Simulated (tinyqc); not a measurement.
## Random telegraph noise from one oxide trap in a small MOSFET: effect of the temperature

An acceptor-like trap exchanges electrons with the channel. Inversion charge Q = Cox u, u = n Vt W0(exp((Vg - VT)/(n Vt))), W0 the Lambert function, n = nf, Cox = eps0 eox/tox; linear regime Id = (W/L) mu Q Vd. Relative to threshold the surface potential rises by Vt ln(u/u0) and the oxide voltage by the rest of Vg - VT, with u0 = n Vt W0(1).

N = Cox u/q; dpsi = Vt ln(u/u0); E = E0 - dpsi - (xt/tox)(Vg - VT - dpsi); capture time tc = 1/[(N/zi) vth s0 exp(-xt/lt - EB/Vt)]; emission time te = tc exp(-E/Vt); occupancy te/(tc + te). A = W L; threshold step dV = q (1 - xt/tox)/(Cox A); gm/Id = 1/(u + n Vt); relative step dI/I = (gm/Id) dV + asc mu/A. fc = (1/tc + 1/te)/(2 pi); rms = (dI/I) sqrt(tc te)/(tc + te). VT, nf, vth and mu are held fixed.

Parameters, values chosen for the exercise; values of the order met in silicon transistors:
```
symbol,value,unit,meaning
eox,3.9,,relative permittivity of the gate insulator (close to silicon dioxide)
tox,1.4,nm,insulator thickness
xt,0.17,nm,depth of the trap from the channel interface
E0,-0.04,eV,trap level above the channel Fermi level at threshold
s0,7e-17,cm^2,capture prefactor
EB,0.36,eV,capture barrier (lattice relaxation)
lt,0.13,nm,tunnelling decay length
vth,1.1e7,cm/s,thermal velocity
zi,2.1,nm,thickness of the inversion layer
VT,0.22,V,threshold voltage
nf,1.1,,body factor
W,28,nm,gate width
L,21,nm,gate length
mu,190,cm^2/(V s),mobility
asc,1e-15,V s,scattering coefficient of the charged trap
Vd,0.05,V,drain voltage
Vg,0.16,V,gate voltage
```

Constants: q = 1.602176634e-19 C, kB = 1.380649e-23 J/K, Vt = kB T/q, eps0 = 8.8541878128e-14 F/cm where lengths are in cm. Results are converted to the units shown.

Result of one run:
```
E (eV)     tc (s)  te (s)  occupancy  dI/I (%)  fc (Hz)  rms dI/I (%)
0.0061185  1.5611  1.1613    0.42657    43.218  0.23900        21.375
```

Which temperature T gave this result: 180, 240, 300, 330 or 360 K?

T = 240 K.

The whole series:
```
T (K)     E (eV)     tc (s)     te (s)  occupancy  dI/I (%)    fc (Hz)  rms dI/I (%)
180    0.0078722     1597.8     961.88    0.37578    58.519  2.6507e-4        28.342
210    0.0069355     30.640     20.885    0.40534    49.807   0.012815        24.453
240    0.0061185     1.5611     1.1613    0.42657    43.218    0.23900        21.375
270    0.0054102    0.15281    0.12110    0.44213    38.091     2.3558        18.918
300    0.0047965   0.023642   0.019638    0.45375    34.014     14.836        16.934
330    0.0042636  0.0051053  0.0043945    0.46259    30.711     67.391        15.313
360    0.0037989  0.0014161  0.0012529    0.46942    27.994     239.41        13.971
390    0.0033918  4.7635e-4  4.3062e-4    0.47479    25.729     703.71        12.848
```

As T goes from 180 to 390, tc falls from 1600 to 4.76e-4 s, te falls from 962 to 4.31e-4 s and dI/I falls from 58.5 to 25.7 %. Activation energies over the table: 0.433 eV for capture (EB = 0.36 eV, altered by the change of N) and 0.421 eV for emission. In every row the step exceeds 15 %, where a linear one-charge estimate is rough.

Range of the model: VT is taken as given; short-channel effects and the uneven flow of current among few electrons are left out.

Computed by the program tinyqc: `OMP_NUM_THREADS=1 python tinyqc.py 2710086 2710087 out.jsonl`, one thread of a shared Intel Xeon 2.30GHz, about 0.01 s for the whole run.
